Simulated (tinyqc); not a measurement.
Double-gate transistor below threshold, two-dimensional Poisson equation on a small mesh: one step of the calculation.

Half of a symmetric double-gate structure: row 0 is the mid-plane of the body, where the normal field vanishes. Mobile charge is neglected (subthreshold), the body is fully depleted, and potentials are counted from the intrinsic level; rows run upward to the gate, columns from source to drain.

Question. Over-relaxation sweep (omega = 1.54). Free nodes: rows 0..4, columns 1..5, taken row by row from row 0, left to right. t = (up psi(above) + dn psi(below) + lat [psi(left) + psi(right)] + s)/(up + dn + 2 lat), with the newest neighbours; psi(new) = psi + 1.54 (t - psi).

psi after iteration 1 (V):

|  | j=0 | j=1 | j=2 | j=3 | j=4 | j=5 | j=6 |
|---|---|---|---|---|---|---|---|
| row 0 | 0.46000000 | 0.01390696 | -0.00296394 | -0.00360199 | -0.00362612 | 0.01566079 | 0.51000000 |
| row 1 | 0.46000000 | 0.02408937 | -0.00474899 | -0.00630680 | -0.00638339 | 0.02702304 | 0.51000000 |
| row 2 | 0.46000000 | 0.03154474 | -0.00577402 | -0.00832598 | -0.00847857 | 0.03526302 | 0.51000000 |
| row 3 | 0.46000000 | 0.03954802 | -0.00548009 | -0.00909939 | -0.00934655 | 0.04399333 | 0.51000000 |
| row 4 | 0.24000000 | 0.05073804 | 0.01216100 | 0.00842760 | 0.00814288 | 0.05493796 | 0.26500000 |
| row 5 | 0.02000000 | 0.02000000 | 0.02000000 | 0.02000000 | 0.02000000 | 0.02000000 | 0.02000000 |

| row | up | dn | lat | s (V) |
|---|---|---|---|---|
| 0 | 51.04 | 0 | 1.3181818 | -0.12163947 |
| 1 | 51.04 | 51.04 | 2.6363636 | -0.24327895 |
| 2 | 51.04 | 51.04 | 2.6363636 | -0.24327895 |
| 3 | 39.285714 | 51.04 | 2.0340909 | -0.12163947 |
| 4 | 39.285714 | 39.285714 | 1.4318182 | 0 |

Find: psi after iteration 2.

Answer.

psi after iteration 2 (V):

|  | j=0 | j=1 | j=2 | j=3 | j=4 | j=5 | j=6 |
|---|---|---|---|---|---|---|---|
| row 0 | 0.4600 | 0.0416 | -0.0074 | -0.0112 | -0.0107 | 0.0465 | 0.5100 |
| row 1 | 0.4600 | 0.0542 | -0.0088 | -0.0150 | -0.0136 | 0.0606 | 0.5100 |
| row 2 | 0.4600 | 0.0653 | -0.0086 | -0.0173 | -0.0151 | 0.0727 | 0.5100 |
| row 3 | 0.4600 | 0.0787 | 0.0039 | -0.0062 | -0.0030 | 0.0869 | 0.5100 |
| row 4 | 0.2400 | 0.0527 | 0.0128 | 0.0063 | 0.0099 | 0.0572 | 0.2650 |
| row 5 | 0.0200 | 0.0200 | 0.0200 | 0.0200 | 0.0200 | 0.0200 | 0.0200 |

Program tinyqc, `OMP_NUM_THREADS=1 python tinyqc.py 2480119 2480120 out.jsonl`; Intel Xeon 2.30GHz, shared host, one thread, about 0.1 s.
